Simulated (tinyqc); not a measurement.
Minority carriers and saturation current of a heavily doped emitter: one step of the calculation.

n-type, parabolic bands, full ionisation. eta = (EF - Ec)/kB T solves N = Nc F12(eta), F12(x) = (2/sqrt(pi)) int_0^infinity sqrt(u)/(1 + exp(u - x)) du. The gap shrinks rigidly by dEg = a3 y^(1/3) + a4 y^(1/4) + a2 y^(1/2), y = N/1e18 cm^-3, an empirical law that is here taken as the true narrowing.

Task. Effective intrinsic density. ni = sqrt(Nc Nv) exp(-Eg/(2 Vt)), Eg in volts; degeneracy factor g = F12(eta) exp(-eta); nie^2 = ni^2 exp(dEg/kB T) g, p0 = nie^2/N; apparent narrowing dEg + kB T ln g.

Parameters, values chosen for the exercise; band and dielectric values close to those of silicon:
- T = 300 K (temperature)
- Eg = 1.14 eV (band gap)
- Nc = 2.81e19 cm^-3 (conduction-band density of states at 300 K)
- Nv = 2.66e19 cm^-3 (valence-band density of states at 300 K)
- N = 2.3e19 cm^-3 (ionised donor density)
- a3 = 14.3 meV (coefficient of (N/1e18)^(1/3))
- a4 = 9.5 meV (coefficient of (N/1e18)^(1/4))
- a2 = 3.1 meV (coefficient of (N/1e18)^(1/2))

Constants: q = 1.602176634e-19 C, kB = 1.380649e-23 J/K, Vt = kB T/q. Results are converted to the units shown.

converged eta = 0.085873079

Wanted: ni; dEg; g; apparent narrowing; nie; p0.

Result.

ni = 7.265e9 cm^-3
dEg = 76.34 meV
g = 0.7512
apparent narrowing = 68.94 meV
nie = 2.756e10 cm^-3
p0 = 33.03 cm^-3

Narrowing multiplies p0 by 19.2 and degeneracy by 0.751.

Range of the model: Band tails, non-parabolic bands and incomplete ionisation are left out.

Numbers from tinyqc (`OMP_NUM_THREADS=1 python tinyqc.py 2330114 2330115 out.jsonl`; about 0.01 s on one thread of a shared Intel Xeon 2.30GHz).
